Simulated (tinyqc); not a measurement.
Hot electrons in a saturated n-channel MOSFET, lucky-electron model: effect of the oxide thickness.

Beyond pinch-off the lateral field grows as Esat cosh(y/l) over the velocity-saturated region (pseudo-two-dimensional model). Impact ionisation in this region gives the substrate current, which biases the body forward through Rsub. Currents are per width. Local-field laws: they overstate ionisation when the field peak is narrower than an energy relaxation length.

Cox = 3.9 eps0/tox, l = sqrt(3 tox xj), Esat = 2 vs/mu. Overdrive g = Vg - VT + kb Vb; Vdsat = g Esat L/(g + Esat L); Id = Cox vs (g - Vdsat); dV = Vd - Id Rd - Vdsat; Em = sqrt((dV/l)^2 + Esat^2); Isub = Id (Ai/Bi) l Em exp(-Bi/Em). Vb = Rsub Isub is solved self-consistently. Lifetime tau = (Hl/Id)(Isub/Id)^(-m); 1 year = 3.15576e7 s.

Inputs (values chosen for the exercise); values close to those of silicon n-channel devices: channel length L = 0.8 um; junction depth xj = 240 nm; threshold VT = 0.75 V; effective mobility mu = 290 cm^2/(V s); saturation velocity vs = 7.3e6 cm/s; ionisation prefactor Ai = 2e6 1/cm; ionisation field Bi = 1.75 MV/cm; resistance of the lightly doped drain Rd = 700 ohm um; substrate resistance Rsub = 6000 ohm um; fall of VT per volt of forward body bias kb = 0.2; lifetime exponent m = 3.3; lifetime constant Hl = 2400 s uA/um; drain voltage Vd = 3.7 V; gate voltage Vg = 2.3 V.

Constants: eps0 = 8.8541878128e-14 F/cm where lengths are in cm. Results are converted to the units shown.

Result of one run:
```
tox (nm)	Id (uA/um)	Em (MV/cm)	Isub (uA/um)	Isub/Id	tau (years)
40	27.15	0.1591	0.001403	5.167e-5	3.924e8
```

What becomes of these results when the oxide thickness tox is changed from 40 to 11 nm, all else the same?

Result of the changed run:
```
tox (nm)	Id (uA/um)	Em (MV/cm)	Isub (uA/um)	Isub/Id	tau (years)
11	98.79	0.2866	0.6425	0.006503	12.68
```

The whole series:
```
tox (nm)	Id (uA/um)	Em (MV/cm)	Isub (uA/um)	Isub/Id	tau (years)
11	98.79	0.2866	0.6425	0.006503	12.68
14	77.58	0.2566	0.2495	0.003215	165.0
17	63.88	0.2347	0.1095	0.001714	1599
21	51.71	0.2130	0.04178	8.080e-4	2.361e4
26	41.76	0.1932	0.01466	3.511e-4	4.575e5
32	33.93	0.1758	0.004922	1.451e-4	1.041e7
40	27.15	0.1591	0.001403	5.167e-5	3.924e8
```

As tox goes from 11 to 40 nm, Em falls from 0.287 to 0.159 MV/cm, Isub falls from 0.642 to 0.00140 uA/um and tau rises from 12.7 to 3.92e8 years. From the first row to the last, log10(tau) changes by 7.5: 6.9 from (Isub/Id)^(-m), which holds Em and l, and 0.56 from 1/Id. For tox = 17 to 40 nm tau is a far extrapolation that only says that hot carriers are no limit.

Computed by the program tinyqc: `OMP_NUM_THREADS=1 python tinyqc.py 2550173 2550174 out.jsonl`, one thread of a shared Intel Xeon 2.30GHz, about 0.01 s for the whole run.
